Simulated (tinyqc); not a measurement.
Alloy A(1-x)B(x) by interpolation with bowing: sweeps and comparisons. A value that a table varies takes the place of the one given here.

Each gap follows E(x) = (1 - x) E_A + x E_B - C x (1 - x); the lattice constant follows Vegard, a(x) = (1 - x) a_A + x a_B.

Mass at Gamma from the Kane formula 1/m = F + Ep (Eg + 2 Dso/3)/(Eg (Eg + Dso)). F is fixed by the masses of A and B and interpolated linearly, as is Ep; Eg and Dso carry their bowing.

Constants: hc = 1239.841984 eV nm.

Inputs chosen for the exercise (A near Ge, B near Si; not measured data): a = (5.659, 5.431) angstrom (lattice constant of A, B); Eg = (0.897, 4.123) eV (gap at Gamma to the s-like level of A, B); EgX = (0.919, 1.153) eV (gap to the lowest valley along Gamma-X of A, B); EgL = (0.736, 2.073) eV (gap to L of A, B); C = (0.193, 0.204, 0) eV (bowing of the Gamma, X and L gaps); Dso = (0.293, 0.045) eV (spin-orbit splitting of A, B); Ep = (26.2, 21.8) eV (Kane energy of A, B); me = (0.0379, 0.2014) m0 (electron mass at Gamma of A, B); Cs = 0 eV (bowing of Dso); x = 0.26 (fraction of B).

## Gaps across the alloy

Eleven compositions.

Gaps (eV):
```
x    a (angstrom)  Gamma      X      L  lowest  wavelength (nm)
0.0        5.6590  0.897  0.919  0.736       L             1685
0.1        5.6362  1.202  0.924  0.870       L             1426
0.2        5.6134  1.511  0.933  1.003       X             1329
0.3        5.5906  1.824  0.946  1.137       X             1310
0.4        5.5678  2.141  0.964  1.271       X             1287
0.5        5.5450  2.462  0.985  1.405       X             1259
0.6        5.5222  2.786  1.010  1.538       X             1227
0.7        5.4994  3.115  1.040  1.672       X             1192
0.8        5.4766  3.447  1.074  1.806       X             1155
0.9        5.4538  3.783  1.111  1.939       X             1116
1.0        5.4310  4.123  1.153  2.073       X             1075
```

The lowest valley changes at x = 0.143 (L to X, gap 0.927 eV). The Gamma gap is monotonic, since its bowing (0.193 eV) is smaller than the difference of the end gaps (3.226 eV); at x = 0.5 bowing lowers it by C/4 = 0.048 eV.

## Three ways to interpolate a mass

Linear in m, linear in 1/m, and the Kane formula.

Masses (m0):
```
x      Eg (eV)  linear in m  linear in 1/m    Kane  Kane m/Eg (1/eV)
0.000    0.897       0.0379         0.0379  0.0379            0.0423
0.125    1.279       0.0583         0.0422  0.0540            0.0422
0.250    1.667       0.0788         0.0476  0.0712            0.0427
0.375    2.062       0.0992         0.0545  0.0895            0.0434
0.500    2.462       0.1197         0.0638  0.1090            0.0443
0.625    2.868       0.1401         0.0769  0.1298            0.0453
0.750    3.280       0.1605         0.0969  0.1521            0.0464
0.875    3.699       0.1810         0.1308  0.1759            0.0476
1.000    4.123       0.2014         0.2014  0.2014            0.0488
```

At x = 0.5 the three give 0.1197, 0.0638 and 0.1090; judged by the largest distance, the Kane value is closer to the interpolation in m (largest distances 0.0107 m0 from the rule in m, 0.0552 m0 from the rule in 1/m). The ratio m/Eg varies by a factor of 1.16 while the gap varies by 4.60; a constant ratio is the two-band rule m = Eg/Ep at fixed Ep.

## What each parameter does

Gaps at x and the Kane mass. Each row changes one parameter from the base and keeps the others.

Results:
```
case                        Gamma (eV)  X (eV)  L (eV)  mass (m0)
base                            1.6986  0.9406  1.0836     0.0726
x = 0.22                        1.5736  0.9355  1.0301     0.0670
C = (0.293, 0.304, 0.1) eV      1.6794  0.9214  1.0644     0.0718
Eg = (0.942, 4.123) eV          1.7319  0.9406  1.0836     0.0695
EgX = (0.919, 1.095) eV         1.6986  0.9255  1.0836     0.0726
EgL = (0.699, 2.073) eV         1.6986  0.9406  1.0562     0.0726
Ep = (28.8, 24) eV              1.6986  0.9406  1.0836     0.0765
Cs = 0.05 eV                    1.6986  0.9406  1.0836     0.0725
```

The largest shifts from the base row, up to three for each result and ties (the steps differ in size, so this ranks the rows, not the parameters). Gamma (eV): x -0.1250, Eg +0.0333, C -0.0192; unchanged at the printed digits by EgX, EgL, Ep and Cs. X (eV): C -0.0192, EgX -0.0151, x -0.0051; unchanged at the printed digits by Eg, EgL, Ep and Cs. L (eV): x -0.0535, EgL -0.0274, C -0.0192; unchanged at the printed digits by Eg, EgX, Ep and Cs. mass (m0): x -0.0056, Ep +0.0039, Eg -0.0031; unchanged at the printed digits by EgX and EgL.

Run: tinyqc, `OMP_NUM_THREADS=1 python tinyqc.py 1050732 1050733 out.jsonl`; Intel(R) Xeon(R) Processor @ 2.30GHz, one thread, shared host; about 0.01 s of CPU time with all checks.
